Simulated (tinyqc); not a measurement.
# Box-like doped layer, carriers, mobility and sheet resistance: two studies

A p-type layer from the surface x = 0 to the junction xj, N(x) = N0 for x < xb and N0 10^(-(x - xb)/Lt) beyond. Local neutrality (no depletion at surface or junction, no spilling of carriers), intrinsic carriers neglected, full ionisation of active dopants.

Values chosen for this exercise; values close to those of boron in silicon over an n-type background:

| symbol | value | unit | meaning |
|---|---|---|---|
| T | 250 | K | temperature |
| Nb | 1.1e17 | cm^-3 | background doping of the opposite type |
| N0 | 3.5e20 | cm^-3 | peak chemical concentration |
| m1 | 46.2 | cm^2/(V s) | mobility limit at high doping |
| m2 | 453 | cm^2/(V s) | mobility limit at low doping, at 300 K |
| Nr | 2.3e17 | cm^-3 | reference doping of the mobility law |
| am | 0.72 |  | exponent of the mobility law |
| bt | 2.3 |  | temperature exponent of m2 |
| Ns | 2.07e20 | cm^-3 | solubility limit of active dopant |
| xb | 110 | nm | depth of the flat top |
| Lt | 18 | nm/decade | abruptness of the tail |

Constants: q = 1.602176634e-19 C. Results are converted to the units shown.

Each table varies one quantity; the others keep the values above.

## Effect of the peak chemical concentration

xj = xb + Lt log10(N0/Nb). Active dopant A = min(N, Ns); p = A - Nb; mobility mu = m1 + (m2 (T/300 K)^(-bt) - m1)/(1 + ((A + Nb)/Nr)^am). Dose = integral of N, carrier sheet density = integral of p, 1/Rs = q integral of p mu, mean mobility 1/(q Rs sheet density), Hall mobility (unit Hall factor) = integral of p mu^2 over integral of p mu, Hall sheet density = (integral of p mu)^2/integral of p mu^2; all from 0 to xj. Integrals on 4000 steps.

Results:
```
N0 (cm^-3)	xj (nm)	dose (cm^-2)	carriers (cm^-2)	Rs (ohm/square)	mean mobility (cm^2/(V s))	Rs xj (ohm nm)	Hall/true sheet density
1.1e18	128.0	1.287e13	1.147e13	2750	198.0	3.520e5	0.9952
2.5e18	134.4	2.937e13	2.789e13	1550	144.4	2.084e5	0.9874
1.3e19	147.3	1.531e14	1.515e14	505.4	81.55	7.444e4	0.9730
3e19	153.8	3.534e14	3.517e14	267.2	66.41	4.111e4	0.9748
6.8e19	160.2	8.011e14	7.993e14	135.2	57.74	2.167e4	0.9813
1.5e20	166.4	1.767e15	1.765e15	66.89	52.85	1.113e4	0.9880
3.5e20	173.0	4.124e15	2.522e15	48.07	51.49	8318	0.9907
8e20	179.5	9.425e15	2.656e15	45.67	51.47	8198	0.9911
```

Estimate the missing row, N0 = 5.7e18 cm^-3.

Computed row:
```
N0 (cm^-3)	xj (nm)	dose (cm^-2)	carriers (cm^-2)	Rs (ohm/square)	mean mobility (cm^2/(V s))	Rs xj (ohm nm)	Hall/true sheet density
5.7e18	140.9	6.707e13	6.552e13	897.2	106.2	1.264e5	0.9781
```

With this row back in the table: As N0 goes from 1.1e18 to 8e20, xj rises from 128 to 180 nm, Rs falls from 2750 to 45.7 ohm/square, the mean mobility falls from 198 to 51.5 cm^2/(V s) and the share of the dose that conducts goes from 89.1 through a maximum of 99.9 (at N0 = 1.5e20 among the rows listed) to 28.2 %. Rs goes as dose^(-0.70) at the low end and dose^(-0.06) at the high end; constant mobility and activation would give -1. Above N0 = Ns = 2.07e20 cm^-3 added dopant only widens the clipped top.

## Effect of the abruptness of the tail

Same model as above.

Integrals on 4000 steps.

Results:
```
Lt (nm/decade)	xj (nm)	dose (cm^-2)	carriers (cm^-2)	Rs (ohm/square)	mean mobility (cm^2/(V s))	Rs xj (ohm nm)	Hall/true sheet density
4.5	125.8	3.918e15	2.337e15	52.25	51.10	6572	0.9974
6.7	133.5	3.952e15	2.367e15	51.52	51.17	6877	0.9962
9.9	144.7	4.000e15	2.411e15	50.49	51.27	7305	0.9945
15	162.5	4.078e15	2.481e15	48.94	51.41	7954	0.9921
33	225.6	4.351e15	2.727e15	44.13	51.86	9956	0.9846
48	278.1	4.579e15	2.932e15	40.80	52.18	1.135e4	0.9797
72	362.2	4.944e15	3.260e15	36.40	52.61	1.318e4	0.9735
```

Estimate the missing row, Lt = 22 nm/decade.

Computed row:
```
Lt (nm/decade)	xj (nm)	dose (cm^-2)	carriers (cm^-2)	Rs (ohm/square)	mean mobility (cm^2/(V s))	Rs xj (ohm nm)	Hall/true sheet density
22	187.1	4.184e15	2.576e15	46.95	51.60	8783	0.9889
```

With this row back in the table: As Lt goes from 4.5 to 72, xj rises from 126 to 362 nm, Rs falls from 52.3 to 36.4 ohm/square, the mean mobility rises from 51.1 to 52.6 cm^2/(V s) and the share of the dose that conducts rises from 59.6 to 65.9 %.

Program tinyqc, `OMP_NUM_THREADS=1 python tinyqc.py 2110035 2110036 out.jsonl`; Intel Xeon 2.30GHz, shared host, one thread, about 0.01 s.
